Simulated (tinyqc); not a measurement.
Resistance of a source-drain extension with a graded tip: one step of the calculation.

y runs along the channel, the gate covers y > 0. The doping is N0 for y < y0 and N0 10^(-(y - y0)/la) beyond, uniform over the depth xj. Sheet conductance s(y) = q mu(N) max(N - Nch, 0) xj + (for y > 0) ma Cox Vo, with mu(N) = u0 + (u1 - u0)/(1 + (N/Nr)^au) and Cox = eps0 eox/tox. Current is taken as one-dimensional; depletion of the tip, spreading and the contact are left out. The metallurgical junction lies at yj, where N = Nch.

Task. Sheet resistances and junction position. yj = y0 + la log10(N0/Nch); sheet resistance of the full extension 1/[q mu(N0)(N0 - Nch) xj] and of the gate-induced layer 1/(ma Cox Vo); metallurgical length Lg - 2 yj; ye is where the doped and the gate-induced conductances are equal.

Inputs (values chosen for the exercise); mobility law close to that of electrons in silicon: relative permittivity of the gate insulator (close to silicon dioxide) eox = 3.9; insulator thickness tox = 3.9 nm; active doping of the extension far from the gate N0 = 5.9e19 cm^-3; lateral abruptness la = 5.9 nm/decade; position under the gate where the fall begins (gate edge at 0) y0 = 0.3 nm; depth of the extension xj = 22 nm; channel doping Nch = 2.9e18 cm^-3; gate overdrive Vo = 0.64 V; mobility of the gate-induced layer ma = 88 cm^2/(V s); mobility at low doping u1 = 1414 cm^2/(V s); mobility at high doping u0 = 68.5 cm^2/(V s); reference doping Nr = 9.2e16 cm^-3; exponent au = 0.711; gate length Lg = 90 nm.

Constants: q = 1.602176634e-19 C, eps0 = 8.8541878128e-14 F/cm where lengths are in cm. Results are converted to the units shown.

Give: yj; sheet resistance of the extension; sheet resistance of the induced layer; metallurgical length; ye; N at ye.

Result.

yj = 8.020 nm
sheet resistance of the extension = 617.1 ohm/square
sheet resistance of the induced layer = 2.005e4 ohm/square
metallurgical length = 73.96 nm
ye = 7.329 nm
N at ye = 3.797e18 cm^-3

The gate takes over 0.691 nm before the junction, where N is still 1.31 times the channel doping.

Computed by the program tinyqc: `OMP_NUM_THREADS=1 python tinyqc.py 2282048 2282049 out.jsonl`, one thread of a shared Intel Xeon 2.30GHz, about 0.06 s for the whole run.
